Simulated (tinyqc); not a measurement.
Plane-wave Kohn-Sham cycle with exchange-only LDA in a layered model solid, step by step. One step of it, computed by the program tinyqc.

Problem. Iteration 1: levels at that k. Diagonalise the Hermitian matrix.

H (hartree):
```
           -2         -1         +0         +1         +2
-2   0.264702  -0.370000   0.000000   0.000000   0.000000
-1  -0.370000  -0.120429  -0.370000   0.000000   0.000000
+0   0.000000  -0.370000  -0.248805  -0.370000   0.000000
+1   0.000000   0.000000  -0.370000  -0.120429  -0.370000
+2   0.000000   0.000000   0.000000  -0.370000   0.264702
```

Give: eigenvalues.

Solution.

eigenvalues (hartree): -0.7738  -0.3450  0.0652  0.4892  0.6040
